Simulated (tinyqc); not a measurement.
# Energy and delay of logic against supply voltage: energy and delay against supply voltage

One expression serves below and above threshold: I(Vg) = Ik [ln(1 + exp((Vg - VT + dd V)/(al nf Vt)))]^al, with I_on = I(V) and I_off = I(0). Gate delay td = kd C V/I_on, clock period LD td. Per gate and cycle the switching energy is act C V^2 and the leakage energy I_off V LD td. No short-circuit current, no variation. Minima are sought above 0.09 V; below a few Vt gates no longer switch and the model has no meaning.

EDP = energy times td.

Inputs (values chosen for the exercise); values of the order met in logic technologies: temperature T = 358 K; threshold voltage at zero drain bias VT = 0.38 V; slope factor nf = 1.11; barrier lowering per volt of supply dd = 0.04; specific current of a gate Ik = 1.2 uA; exponent of the current law al = 1.68; load capacitance of a gate C = 1.5 fF; delay factor kd = 0.9; logic depth LD = 60; activity factor act = 0.2.

Constants: q = 1.602176634e-19 C, kB = 1.380649e-23 J/K, Vt = kB T/q. Results are converted to the units shown.

Energy and delay against supply voltage:
```
V (V),I_on (uA),I_off (nA),td (ps),switching (aJ),leakage (aJ),energy (aJ),EDP (fJ ps)
0.15,0.001702,0.02165,1.190e5,6.750,23.18,29.93,3561
0.27,0.05760,0.02490,6328,21.87,2.553,24.42,154.6
0.38,0.8845,0.02831,580.0,43.32,0.3744,43.69,25.34
0.5,5.660,0.03257,119.2,75.00,0.1165,75.12,8.958
0.62,15.65,0.03746,53.47,115.3,0.07451,115.4,6.170
0.73,28.52,0.04259,34.55,159.9,0.06445,159.9,5.526
0.85,45.99,0.04899,24.95,216.8,0.06234,216.8,5.410
0.97,66.69,0.05636,19.64,282.3,0.06440,282.3,5.544
1.08,88.31,0.06407,16.51,349.9,0.06854,350.0,5.778
1.2,114.6,0.07370,14.13,432.0,0.07499,432.1,6.106
```

What does the table show?

td falls from 1.19e5 to 14.1 ps; the energy goes from 29.9 through a minimum of 24.4 (at V = 0.27 V among the rows listed) to 432 aJ and the EDP goes from 3560 through a minimum of 5.41 (at V = 0.85 V among the rows listed) to 6.11 fJ ps. The exact minima lie at V = 0.219 V for the energy and 0.830 V for the EDP. Going from 1.2 V to the energy minimum saves a factor of 20.3 in energy and costs a factor of 1580 in delay. Below the minimum the leakage energy rises faster than the switching energy falls, because the clock period grows so steeply.

Program tinyqc, `OMP_NUM_THREADS=1 python tinyqc.py 2082011 2082012 out.jsonl`; Intel Xeon 2.30GHz, shared host, one thread, about 0.01 s.
